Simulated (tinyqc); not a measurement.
Strain-driven crossing of the Gamma and L valleys in a germanium-like crystal alloyed with tin: one step. Gaps of the unstrained alloy. Three cases, with inputs chosen for the exercise.

Task: Give both gaps, their difference, and the y at which they cross (the root of a quadratic between 0 and 0.3).

With tin the unstrained gaps become E(y) = (1 - y) E + y EgS - CS y (1 - y); all other values are kept.

Case 1.

Values chosen (near those of Ge, gaps at low temperature; shifted at random, so the results belong to these values and not to a real crystal): Eg = 0.902 eV (gap at Gamma to the s-like level); EgL = 0.732 eV (gap to L); EgS = (-0.39, 0.053) eV (Gamma and L gaps of the tin end); CS = (2.67, 0.83) eV (bowing of the Gamma and L gaps); y = 0.01 (tin fraction).

Case 2.

Values chosen (near those of Ge, gaps at low temperature; shifted at random, so the results belong to these values and not to a real crystal): Eg = 0.882 eV (gap at Gamma to the s-like level); EgL = 0.755 eV (gap to L); EgS = (-0.416, 0.051) eV (Gamma and L gaps of the tin end); CS = (2.83, 1.06) eV (bowing of the Gamma and L gaps); y = 0.018 (tin fraction).

Case 3.

Values chosen (near those of Ge, gaps at low temperature; shifted at random, so the results belong to these values and not to a real crystal): Eg = 0.886 eV (gap at Gamma to the s-like level); EgL = 0.754 eV (gap to L); EgS = (-0.364, 0.072) eV (Gamma and L gaps of the tin end); CS = (2.64, 0.91) eV (bowing of the Gamma and L gaps); y = 0.093 (tin fraction).

Give: Gamma and L gaps; Gamma - L; crossing y.

Result:

Case 1.

Gamma and L gaps (eV): 0.8626  0.7170

Gamma - L = 0.1457 eV
crossing y = 0.0733

Without strain the alloy is indirect.

Case 2.

Gamma and L gaps (eV): 0.8086  0.7236

Gamma - L = 0.0850 eV
crossing y = 0.0561

Without strain the alloy is indirect.

Case 3.

Gamma and L gaps (eV): 0.5471  0.6138

Gamma - L = -0.0668 eV
crossing y = 0.0602

Without strain the alloy is direct.

Computed by tinyqc, one run a case: `OMP_NUM_THREADS=1 python tinyqc.py N N+1 out.jsonl` with N = 1080065, 1080092, 1080304; one thread of a shared Intel(R) Xeon(R) Processor @ 2.30GHz, about 0.01 s a run at most.
